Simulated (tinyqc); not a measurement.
From ballistic to localised: localisation in a chain with random site energies (transfer matrices).

Hopping -t; leads with site energy 0, E = -2t cos(ka). psi_(j+1) = ((e_j - E)/t) psi_j - psi_(j-1), a product of matrices M_j = [[(e_j - E)/t, -1], [1, 0]]. For M = M_N ... M_1 the transmission is T = 4 sin^2(ka)/|M21 - M12 + M22 exp(ika) - M11 exp(-ika)|^2. Long samples draw e_j = W (x_j/2147483647 - 1/2) from x_j = 16807 x_(j-1) mod 2147483647, starting at x0. The localisation length xi, in sites, is defined by ln T = -2N/xi on average; weak disorder gives xi = 24 (4t^2 - E^2)/W^2, and the mean free path for backscattering is xi/2.

Inputs chosen for the exercise:

| symbol | value | unit | meaning |
|---|---|---|---|
| t | 1.99 | eV | hopping |
| E | -2.08 | eV | energy |
| W | 2.59 | eV | full width of the disorder |
| x0 | 8218 |  | start of the number sequence |

200 samples of each length, cut one after another from the start of the sequence. Typical T = exp(mean ln T). Ohmic: 1/(1 + 2N/xi); localised: exp(-2N/xi), both with the weak-disorder xi.

Transmission:

| N | mean T | typical T | spread of ln T | ohmic | localised |
|---|---|---|---|---|---|
| 2 | 0.913 | 0.910 | 0.082 | 0.911 | 0.907 |
| 5 | 0.786 | 0.769 | 0.213 | 0.805 | 0.784 |
| 10 | 0.609 | 0.565 | 0.418 | 0.673 | 0.615 |
| 20 | 0.447 | 0.356 | 0.769 | 0.507 | 0.379 |
| 40 | 0.248 | 0.128 | 1.354 | 0.340 | 0.143 |
| 80 | 0.103 | 0.0177 | 2.294 | 0.205 | 0.0206 |

What does the comparison show?

With xi = 41.2 sites, mean and typical T are 0.786 and 0.769 at N = 5, and 0.103 and 0.0177 at N = 80, where ln T scatters by 2.3. The slope of ln(typical T) between 40 and 80 sites gives xi = 40.4, uncertain by about 10 % from the scatter of 200 samples. At N = 80 the ohmic law gives 11.6 times the typical value: a single channel has no ohmic range beyond a mean free path, and the mean is carried by rare resonant samples.

Computed by tinyqc, a small Python program: `OMP_NUM_THREADS=1 python tinyqc.py 1480252 1480253 out.jsonl` (the numbers bound the seed that draws the inputs); one thread of a shared host (Intel(R) Xeon(R) Processor @ 2.30GHz), about 0.04 s for the whole set of steps.
